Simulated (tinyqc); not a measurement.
Anisotropic elasticity and sound waves of a cubic crystal: one step, computed by the program tinyqc.

Voigt order 1..6 = xx, yy, zz, yz, xz, xy, with engineering shear strains. The rotated frame has x' as named, z' along the wafer normal and y' = z' x x'.

Question. Sound waves along the wave normal. In the cube axes, with unit normal n: G_ij = (C12 + C44) n_i n_j + (C44 - H n_i^2) delta_ij, eigenvalues rho v^2, eigenvectors u (columns, largest component positive). Group velocity V_i = [(C12 + C44)(u.n) u_i + C44 n_i - H u_i^2 n_i]/(rho v); its angle to n has cosine v/|V|.

Inputs (values chosen for the exercise, modelled on copper): C12 = 123.7 GPa; C44 = 75.84 GPa; density rho = 8.945 g/cm^3.

Frame: (001) wafer, x' along [210].

wave normal (not normalised): 2  1.5  2.2

H = 109.78 GPa

Give: Christoffel matrix; phase velocities; polarisations; group speeds; angles between V and n.

Answer.

Christoffel matrix (GPa):
```
       x     y      z
x  108.2  54.0   79.2
y   54.0  94.1   59.4
z   79.2  59.4  115.0
```

phase velocities (m/s): 1896  2340  5138

polarisations:
```
      slow     fast  longitudinal
x  -0.6836  -0.4174        0.5987
y  -0.0977   0.8653        0.4917
z   0.7233  -0.2776        0.6323
```

group speeds (m/s): 2267  2923  5151

angles between V and n (degree): 33.24  36.82  3.98

Energy flows off the wave normal by up to 36.8 degrees, for the fast transverse wave.
